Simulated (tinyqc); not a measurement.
Thin film between two gates, subbands and threshold shift from confinement: two steps of the calculation.

Undoped body with a flat potential across it, hard walls, transport along x. One isotropic valley (g = 1, mx = my = mz = me). Non-parabolicity enters the subband edges through E (1 + al E) = gamma, so E = 2 gamma/(1 + sqrt(1 + 4 al gamma)); motion within a subband is taken as parabolic with the band-edge mass. Energies are counted from the bulk band edge.

Values chosen for this exercise; masses close to those of GaAs:
```
symbol,value,unit,meaning
T,200,K,temperature
me,0.0676,m0,mass at the band edge
al,0.67,1/eV,non-parabolicity
t,14.4,nm,film thickness (along z)
dl,0.2,nm,widening of the box by penetration into the insulator
```

Constants: q = 1.602176634e-19 C, kB = 1.380649e-23 J/K, hbar = 1.054571817e-34 J s, m0 = 9.1093837015e-31 kg, Vt = kB T/q, hbar^2/(2 m0) = 0.0380998212 eV nm^2. Results are converted to the units shown.

Question 1. Lowest subbands. gamma = C (pi k/(t + dl))^2/mz, C = hbar^2/(2 m0). List the 5 lowest, labelled by quantum numbers, with degeneracy g and N_k: N_k = g sqrt(mx my) m0 kB T/(pi hbar^2).

Give: E_k; g; N_k.

Answer 1.

```
subband  E_k (eV)  g  N_k (cm^-2)
1        0.025655  1    4.8668e11
2        0.097954  1    4.8668e11
3         0.20634  1    4.8668e11
4         0.34006  1    4.8668e11
5         0.49092  1    4.8668e11
```

Question 2. Threshold shift. Each subband has N_k = g sqrt(mx my) m0 kB T/(pi hbar^2); without degeneracy n = exp(EF/Vt) sum N_k exp(-E_k/Vt). Classical value Nc times t, Nc = sum over valleys of 2 g (m m0 kB T/(2 pi hbar^2))^1.5 with m = (mx my mz)^(1/3). Threshold shift dVT = Vt ln(classical value/sum N_k exp(-E_k/Vt)). Use the subbands listed.

```
subband     E_k (eV)   N_k (cm^-2)
1        0.025654806  4.8668367e11
2        0.097954422  4.8668367e11
3         0.20633684  4.8668367e11
4         0.34005528  4.8668367e11
5         0.49092172  4.8668367e11
```

Find: shares; sum N_k exp(-E_k/Vt); Nc; classical value; dVT.

Answer 2.

shares, subband 1 to 5 (%): 98.513  1.485  0.003  0.000  0.000
sum N_k exp(-E_k/Vt) = 1.1150e11 cm^-2
Nc = 2.4008e17 cm^-3
classical value = 3.4571e11 cm^-2
dVT = 19.502 mV

Numbers from tinyqc (`OMP_NUM_THREADS=1 python tinyqc.py 2350163 2350164 out.jsonl`; about 0.04 s on one thread of a shared Intel Xeon 2.30GHz).
